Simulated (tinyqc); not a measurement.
A ladder of methods, and size consistency: correlation methods against full CI in the 3-21g basis, for H2, spin multiplicity 1. Computed by the program tinyqc with PySCF. 

Geometry (angstrom):

| atom | x | y | z |
|---|---|---|---|
| H | 0.0000 | 0.0000 | 0.0000 |
| H | 0.0000 | 0.0000 | 0.8070 |

RHF energy of one = -1.119637 hartree

All electrons correlated; +Q is the Davidson correction (1 - c0^2) E_corr. The last columns treat two copies 100 angstrom apart as one system. FCI is the lowest singlet.

Correlation energies (hartree):

| method | E_corr of one | share of FCI (%) | E_corr of two at 100 angstrom | two minus twice one (mhartree) |
|---|---|---|---|---|
| MP2 | -0.017960 | 68.1594 | -0.035920 | 0.0000 |
| CISD | -0.026350 | 100.0000 | -0.051833 | 0.8668 |
| CISD+Q | -0.026799 | 101.7052 | -0.053506 | 0.0926 |
| CCSD | -0.026350 | 100.0000 | -0.052700 | 0.0000 |
| CCSD(T) | -0.026350 | 100.0000 | -0.052700 | 0.0000 |
| FCI | -0.026350 | 100.0000 | - | - |

MP2 recovers 68 %, CISD 100.0 % and CCSD 100.0 % of the FCI value (c0^2 = 0.983 in CISD). MP2 and coupled cluster are size consistent, so their last column vanishes; CISD loses 0.87 mhartree, since a double excitation on each copy is a quadruple of the pair, and the Davidson correction leaves +0.09. With two electrons, or one virtual orbital, CISD and CCSD are exact for one copy, so +Q overshoots there.
